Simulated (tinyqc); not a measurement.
Worked calculation: MP2 on RHF in the 3-21g basis, for H3+, spin multiplicity 1. One step of it, computed by the program tinyqc.

Task: Iteration 6 (converged): orbitals. Diagonalise F' = X^T F X, C = X C', fill 1 alpha and 1 beta electrons from the bottom; D = 2 C_occ C_occ^T. Each column has its largest component positive (the first on a tie).

converged F (hartree), lower triangle:
```
,1H 1s,1H 2s,2H 1s,2H 2s,3H 1s,3H 2s
1H 1s,-0.200507
1H 2s,-0.695154,-0.733931
2H 1s,-0.375361,-0.470367,-0.121528
2H 2s,-0.497247,-0.590695,-0.576652,-0.576537
3H 1s,-0.314367,-0.425563,-0.089633,-0.222278,-0.115372
3H 2s,-0.456753,-0.558335,-0.229129,-0.371129,-0.557677,-0.556146
```

X, lower triangle:
```
,1H 1s,1H 2s,2H 1s,2H 2s,3H 1s,3H 2s
1H 1s,1.253139
1H 2s,-0.537975,1.901547
2H 1s,0.008339,-0.006592,1.241863
2H 2s,0.036151,-0.595620,-0.480743,1.560329
3H 1s,0.022744,-0.005343,0.003102,0.039350,1.242009
3H 2s,0.035024,-0.537423,0.043256,0.010159,-0.481602,1.508545
```

Give: F' = X^T F X; orbital energies; coefficients C; D after iteration 6.

Result:

F' = X^T F X (hartree), lower triangle:
```
,1,2,3,4,5,6
1,0.3535
2,-0.6693,0.0093
3,-0.1520,-0.1473,0.3577
4,-0.1168,-0.1907,-0.5840,-0.0204
5,-0.0994,-0.1425,0.0065,-0.0190,0.3459
6,-0.1139,-0.1807,-0.0180,-0.1086,-0.5789,-0.0301
```

orbital energies (hartree): MO1 -0.9307, MO2 -0.3648, MO3 -0.1173, MO4 0.7553, MO5 0.7864, MO6 0.8869

coefficients C:
```
,MO1,MO2,MO3,MO4,MO5,MO6
1H 1s,0.2682,-0.0198,0.2252,0.2797,0.3356,-1.2446
1H 2s,0.3557,-0.0318,1.3047,-0.0074,-0.4097,1.5973
2H 1s,0.1986,-0.2416,-0.1287,0.8025,0.9068,0.4413
2H 2s,0.2106,-0.5664,-0.9294,-0.6446,-0.8388,-0.8218
3H 1s,0.1805,0.2685,-0.1060,0.9639,-0.8547,-0.0339
3H 2s,0.2065,0.6545,-0.7666,-0.7950,1.0051,-0.3141
```

D after iteration 6, lower triangle:
```
,1H 1s,1H 2s,2H 1s,2H 2s,3H 1s,3H 2s
1H 1s,0.1438
1H 2s,0.1908,0.2530
2H 1s,0.1065,0.1412,0.0789
2H 2s,0.1130,0.1498,0.0837,0.0887
3H 1s,0.0968,0.1284,0.0717,0.0760,0.0652
3H 2s,0.1107,0.1469,0.0820,0.0870,0.0745,0.0853
```
